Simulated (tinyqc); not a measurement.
Inside a calculation. Method: CCD on RHF in the 6-31g basis, for H2, spin multiplicity 1. One step of it, computed by the program tinyqc.

Question. Integrals over molecular orbitals. (pq|rs) = sum C_ip C_jq C_kr C_ls (ij|kl), one index at a time.

coefficients C:
```
            MO1        MO2        MO3        MO4
1H 1s  0.337103   0.110296   0.738357  -1.179919
1H 2s  0.256011   1.885763  -0.682296   1.402998
2H 1s  0.337103  -0.110296   0.738357   1.179919
2H 2s  0.256011  -1.885763  -0.682296  -1.402998
```

core Hamiltonian H = T + V (hartree), lower triangle:
```
           1H 1s      1H 2s      2H 1s      2H 2s
1H 1s  -1.017044
1H 2s  -0.948485  -0.942593
2H 1s  -0.907991  -0.827383  -1.017044
2H 2s  -0.827383  -0.881933  -0.948485  -0.942593
```

Two-electron integrals (ij|kl) in chemists' order, unique and non-zero (hartree):
```
(11|11) 1.076566   (21|11) 0.578470   (21|21) 0.329423   (22|11) 0.587396
(22|21) 0.361304   (22|22) 0.453150   (31|11) 0.469789   (31|21) 0.265586
(31|22) 0.286908   (31|31) 0.256241   (32|11) 0.374082   (32|21) 0.224982
(32|22) 0.267431   (32|31) 0.222610   (32|32) 0.213073   (33|11) 0.702796
(33|21) 0.427318   (33|22) 0.510577   (33|31) 0.469789   (33|32) 0.460419
(33|33) 1.076566   (41|11) 0.460419   (41|21) 0.262951   (41|22) 0.289712
(41|31) 0.222610   (41|32) 0.191796   (41|33) 0.374082   (41|41) 0.213073
(42|11) 0.496047   (42|21) 0.306510   (42|22) 0.388379   (42|31) 0.260378
(42|32) 0.251492   (42|33) 0.496047   (42|41) 0.251492   (42|42) 0.347748
(43|11) 0.427318   (43|21) 0.261113   (43|22) 0.319361   (43|31) 0.265586
(43|32) 0.262951   (43|33) 0.578470   (43|41) 0.224982   (43|42) 0.306510
(43|43) 0.329423   (44|11) 0.510577   (44|21) 0.319361   (44|22) 0.416146
(44|31) 0.286908   (44|32) 0.289712   (44|33) 0.587396   (44|41) 0.267431
(44|42) 0.388379   (44|43) 0.361304   (44|44) 0.453150
```

Give: one-electron integrals over orbitals h = C^T H C; Two-electron integrals over orbitals.

Answer.

one-electron integrals over orbitals h = C^T H C (hartree), lower triangle:
```
         1        2        3       4
1  -1.2897
2   0.0000  -0.5348
3  -0.1754   0.0000  -0.2191
4   0.0000   0.2088   0.0000  0.2594
```

Two-electron integrals over orbitals (pq|rs), unique and non-zero (hartree):
```
(11|11) 0.6744    (21|21) 0.0732    (22|11) 0.4314    (22|22) 0.3827
(31|11) 0.1754    (31|22) 0.0455    (31|31) 0.1124    (32|21) -0.0242
(32|32) 0.0379    (33|11) 0.5385    (33|22) 0.3773    (33|31) 0.1192
(33|33) 0.4613    (41|21) -0.0777   (41|32) -0.0148   (41|41) 0.1442
(42|11) -0.1433   (42|22) -0.0507   (42|31) -0.0700   (42|33) -0.0929
(42|42) 0.0631    (43|21) -0.0742   (43|32) 0.0031    (43|41) 0.1205
(43|43) 0.1160    (44|11) 0.6893    (44|22) 0.4400    (44|31) 0.2084
(44|33) 0.5565    (44|42) -0.1667   (44|44) 0.7696
```
